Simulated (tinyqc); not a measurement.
Comparisons within one model: optical gain and spontaneous emission in a bulk direct-gap semiconductor. A value that a table varies takes the place of the one given here.

Parabolic bands, vertical transitions, no excitons. For each hole band j: mr = me mj/(me + mj); joint density of states J_j(E) = (mr/c)^(3/2) sqrt(E - Eg)/(2 pi^2), both spins, c = hbar^2/2m0; averaged matrix element |e.p|^2 = m0 Ep/6; alpha_j(E) = 4 pi^2 alpha_f c Ep J_j/(3 nr E) in 1/angstrom (alpha_f the fine-structure constant, listed as alpha among the constants), times 1e8 for 1/cm.

F_j(eta) = (1/Gamma(j + 1)) integral_0^infinity x^j dx/(1 + exp(x - eta)), which tends to exp(eta) for eta << 0.

Quasi-Fermi levels: n = Nc F_1/2(Fc/kT) and p = Nv F_1/2(Fv/kT), Fc counted up from the conduction edge and Fv down from the valence edge; Nc, Nv from N = 2 (m kB T/(4 pi c))^(3/2) with c = hbar^2/2m0, in 1/angstrom^3; times 1e24 for 1/cm^3, with me and (mhh^(3/2) + mlh^(3/2))^(2/3).

For band j the electron sits at Ee = (E - Eg) mr/me above its edge and the hole at Eh = (E - Eg) mr/mj; fe = 1/(1 + exp((Ee - Fc)/kT)), fh = 1/(1 + exp((Eh - Fv)/kT)); gain g = sum_j alpha_j (fe + fh - 1).

Spontaneous rate: R = integral of (nr E/(hbar c))^2/(pi^2 hbar) sum_j alpha_j fe fh dE, with alpha in 1/cm and (nr E/(hbar c))^2 in 1/cm^2 (1e16 per 1/angstrom^2); B = R/(n p); lifetime n/R.

Constants: hbar^2/2m0 = 3.80998211 eV angstrom^2; fine-structure constant alpha = 0.007297352564; kB = 8.617333262e-05 eV/K; hbar = 6.58211957e-16 eV s; hbar c = 1973.269805 eV angstrom.

Parameters, chosen for this exercise (near those of GaAs; the results hold for these values, not for the real material):
- Eg = 1.46 eV (direct gap)
- me = 0.0672 m0 (electron mass)
- mhh = 0.523 m0 (heavy-hole mass)
- mlh = 0.0799 m0 (light-hole mass)
- Ep = 24.7 eV (Kane energy)
- nr = 3.54 (refractive index)
- T = 350 K
- n = 3.4e+18 1/cm^3 (injected density, n = p)

## Peak gain against injection

The peak is the largest g over E; a dash marks no gain.

Gain:
```
n (1/cm^3)  Fc (eV)  Fv (eV)  peak gain (1/cm)  peak E - Eg (eV)  B (cm^3/s)
7.9e+17      0.0259  -0.0830                 -                 -    1.65e-10
1.3e+18      0.0503  -0.0676                 -                 -    1.55e-10
1.8e+18      0.0691  -0.0574                42            0.0040    1.46e-10
2.2e+18      0.0822  -0.0510               175            0.0113    1.40e-10
2.9e+18      0.1027  -0.0421               446            0.0232    1.30e-10
3.6e+18      0.1210  -0.0349               717            0.0342    1.22e-10
4.8e+18      0.1492  -0.0253              1147            0.0511    1.11e-10
6.3e+18      0.1809  -0.0158              1621            0.0691    1.00e-10
```

transparency density (Fc + Fv = 0) = 1.58e+18 1/cm^3

What can be read from the table?

Gain starts at 1.58e+18 1/cm^3, where Fc = -Fv = 0.0614 eV: with Nv/Nc = 23 the electrons must be degenerate before the holes are. The slope of peak gain against n is 3.32e-16 cm^2 between the first two rows with gain and 3.16e-16 between the last two; the peak moves from 0.0040 to 0.0691 eV above the gap as the bands fill, and B falls by a factor 1.64. Line broadening and gap shrinkage are left out.

## Gain spectrum

At the density n.

Spectrum:
```
E - Eg (eV)  alpha, empty (1/cm)  fe, heavy  fh, heavy  g (1/cm)
0.005                       1805      0.976      0.224       356
0.010                       2544      0.972      0.221       478
0.020                       3574      0.963      0.215       601
0.030                       4347      0.951      0.208       640
0.045                       5271      0.926      0.199       588
0.060                       6027      0.889      0.190       414
0.080                       6869      0.816      0.179       -26
0.100                       7581      0.712      0.168      -747
0.130                       8480      0.506      0.153     -2348
0.170                       9460      0.240      0.134     -4894
0.220                      10441      0.068      0.114     -7532
```

Fc + Fv = 0.0791 eV

What can be read from the table?

g is positive below E - Eg = 0.0791 eV; the largest value listed is 640 1/cm at 0.030 eV. At 0.220 eV above the gap g is -0.72 times the absorption of the empty crystal, whose limit is -1.

## Transparency density and B against temperature

Eg is held fixed; B is taken at n = 1e15 1/cm^3.

Results:
```
T (K)  transparency density (1/cm^3)  Fc/kT there  B (cm^3/s)
100                         2.42e+17        2.035    1.19e-09
150                         4.44e+17        2.035    6.49e-10
200                         6.84e+17        2.035    4.24e-10
250                         9.56e+17        2.035    3.04e-10
300                         1.26e+18        2.035    2.33e-10
350                         1.58e+18        2.035    1.85e-10
400                         1.94e+18        2.035    1.52e-10
500                         2.70e+18        2.035    1.10e-10
```

How do the results move?

Fc/kT at transparency stays at 2.035, since it depends on Nv/Nc alone, so the density goes as T^1.50. B goes as T^-1.48, against T^-1.5 for non-degenerate carriers: hot carriers spread over k and fewer pairs share a wave vector.

## What moves transparency and gain

Transparency is Fc + Fv = 0; the peak is the largest g over E at the density n (0 if none). Each row changes one parameter from the base and keeps the others.

Results:
```
case                 transparency density (1/cm^3)  Fc + Fv (eV)  peak gain (1/cm)
base                                      1.58e+18        0.0791               640
me = 0.0773 m0                            1.81e+18        0.0618               602
mhh = 0.314 m0                            1.23e+18        0.1031              1207
Ep = 27.2 eV                              1.58e+18        0.0791               705
T = 390 K                                 1.86e+18        0.0671               466
n = 4.42e+18 1/cm^3                       1.58e+18        0.1125              1016
nr = 3.72                                 1.58e+18        0.0791               609
```

What can be read from the table?

The largest shifts from the base row, up to three for each result and ties (the steps differ in size, so this ranks the rows, not the parameters). transparency density (1/cm^3): mhh -3.58e+17, T +2.79e+17, me +2.30e+17; unchanged at the printed digits by Ep, n and nr. Fc + Fv (eV): n +0.0335, mhh +0.0241, me -0.0173; unchanged at the printed digits by Ep and nr. peak gain (1/cm): mhh +567, n +376, T -175.

Computed by tinyqc, a small Python program: `OMP_NUM_THREADS=1 python tinyqc.py 1680549 1680550 out.jsonl` (the numbers bound the seed that draws the inputs); one thread of a shared host (Intel(R) Xeon(R) Processor @ 2.30GHz), about 0.1 s for the whole set of steps.
